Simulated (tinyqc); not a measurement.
Strained alloy layer of InP and GaP on (001) GaAs, model-solid band line-up: one step of the calculation.

The layer is x parts of the first compound and 1 - x of the second, grown coherently on the third as substrate and barrier. Rows of the table: lattice constant a, average valence level Ea on an absolute scale, spin-orbit splitting so, gaps at Gamma, X and L, hydrostatic deformation potentials av and ac (Gamma), shear potential b, elastic constants, electron and heavy-hole (along z) masses. All are interpolated linearly in x; gaps get -C x (1 - x), taken wholly in the conduction band; real line-ups can differ from this model by 0.1 eV or more.

Task. Critical thickness. In-plane strain e = (a_substrate - a)/a. Matthews-Blakeslee for 60-degree dislocations in a single layer: hc = k (ln(hc/bv) + 1), k = bv (1 - nu/4)/(4 pi |e| (1 + nu)), nu = c12/(c11 + c12), bv = a/sqrt(2); the larger root.

Inputs (values chosen for the exercise):

| symbol | value | unit | meaning |
|---|---|---|---|
| x | 0.4 |  | fraction of the first compound in the layer |
| CG | 0.65 | eV | bowing of the Gamma gap |
| CX | 0.2 | eV | bowing of the X gap |
| CL | 1.03 | eV | bowing of the L gap |
| Lw | 6.9 | nm | layer thickness |

Binary compounds, values chosen for the exercise:
```
              close to InP  close to GaP  close to GaAs
a (angstrom)         5.869         5.451          5.653
Ea (eV)              -7.04          -7.4          -6.92
so (eV)               0.11        0.0809          0.343
EG (eV)               1.36          2.79           1.43
EX (eV)                2.2          2.24            1.9
EL (eV)               1.94          2.58            1.7
av (eV)               1.26          1.68           1.15
ac (eV)              -5.04         -7.12          -7.16
b (eV)               -1.67         -1.82           -1.7
c11 (GPa)              101           140            120
c12 (GPa)             56.8          61.2           54.4
me (m0)             0.0808         0.131         0.0661
mh (m0)              0.531         0.325          0.352
```

Wanted: nu; bv; hc.

Result.

nu = 0.32332
bv = 0.39727 nm
hc = 16.825 nm

The layer, Lw = 6.9 nm, is thinner than hc, so it stays coherent by this criterion.

Range of the model: The X or L gap of the relaxed alloy lies near or below the Gamma gap, so the Gamma edge computed here may not be the lowest conduction edge.

Numbers from tinyqc (`OMP_NUM_THREADS=1 python tinyqc.py 2690129 2690130 out.jsonl`; about 0.01 s on one thread of a shared Intel Xeon 2.30GHz).
